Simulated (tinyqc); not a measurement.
Coverage along the feature as the dose grows: atomic layer deposition: Langmuir saturation, growth per cycle and coating of deep features. Computed by tinyqc, a small Python program. Command: `OMP_NUM_THREADS=1 python tinyqc.py 3006634 3006635 out.jsonl ald walk`. One thread of a shared host (Intel(R) Xeon(R) Processor @ 2.30GHz), about 0.01 s of CPU time with the checks.

Precursor A sticks only on free sites, so a long enough pulse saturates; co-reactant B then frees the sites again.

Inputs (values chosen for the exercise, modelled on silicon dioxide from an aminosilane and ozone):

| quantity | value | unit |
|---|---|---|
| precursor mass M | 174 | u |
| site density q | 2.4 | 1/nm^2 |
| sticking probability beta on free sites | 0.0009 | - |
| precursor pressure p | 2.1 | Pa |
| temperature T | 325 | C |
| pulse time t | 0.13 | s |
| desorption energy E_d | 1.76 | eV |
| aspect ratio a | 110 | - |

Feature: long trench.

Constants: u = 1.6605390666e-27 kg; k_B = 1.380649e-23 J/K; k_B = 8.617333262e-05 eV/K.

Method:
- Wall flux F = p/sqrt(2 pi M k_B T); rate of filling k_a = beta F/q; desorption k_d = 1e13 exp(-E_d/(k_B T)) per second. 1/m^2 = 1e-18/nm^2.
- Temperatures in kelvin are T(C) + 273.15.
- Diffusion-limited filling (Gordon) of a long trench of width w, hydraulic diameter 2w, so that a is replaced by a/2 in the hole formula: t = (q/F)(1 + 19a/8 + 3a^2/8). Reaction-limited filling needs ln(100)/k_a at any depth, k_a = beta F/q. Flow is molecular. The front picture holds when the modulus (a/2) sqrt(beta) is well above 1.
- Depth reached by the given pulse: solve the same formula for a. Exposure = p x diffusion-limited time; 1 langmuir = 1.33322e-4 Pa s.
- Continuum model with steady gas transport: d2n/dz2 = 3 beta (1 - th) n/d_h^2 (d_h the hydraulic diameter, n = 1 at the mouth, no flux at the floor, 60 cells), d th/dt = beta F n (1 - th)/q; no desorption. Times are multiples of the larger of the Gordon time and ln(100)/k_a.

diffusion-limited time = 0.671655 s

time to 99 % without desorption, ln(100)/k_a = 0.716030 s

flux F = 17150.8 1/(nm^2 s)

modulus = 1.65

Coverage:

| multiple | t (s) | top cell | quarter depth | half depth | three quarters | floor cell |
|---|---|---|---|---|---|---|
| 0.05 | 0.03580 | 0.201 | 0.110 | 0.058 | 0.034 | 0.027 |
| 0.10 | 0.07160 | 0.363 | 0.211 | 0.116 | 0.070 | 0.056 |
| 0.20 | 0.14321 | 0.594 | 0.388 | 0.231 | 0.144 | 0.117 |
| 0.40 | 0.28641 | 0.836 | 0.651 | 0.447 | 0.306 | 0.257 |
| 0.60 | 0.42962 | 0.934 | 0.812 | 0.631 | 0.474 | 0.414 |
| 0.80 | 0.57282 | 0.974 | 0.905 | 0.773 | 0.634 | 0.575 |
| 1.00 | 0.71603 | 0.989 | 0.955 | 0.873 | 0.772 | 0.725 |
| 1.30 | 0.93084 | 0.997 | 0.986 | 0.956 | 0.912 | 0.889 |

What does the comparison show, and why?

At a multiple of 0.2 the coverage is 0.59 at the top and 0.12 at the floor. The coverage falls gradually with depth, without a sharp front. In the last row the floor reaches 0.889. Caution: the modulus is not well above 1 or the Gordon time is under three times ln(100)/k_a, so there is no sharp front: the Gordon time is only a lower bound and the reaction time must be met as well. Caution: for a long trench the a/2 rule ignores the ln(a)/a transmission of a slit, so times at large a are too long.
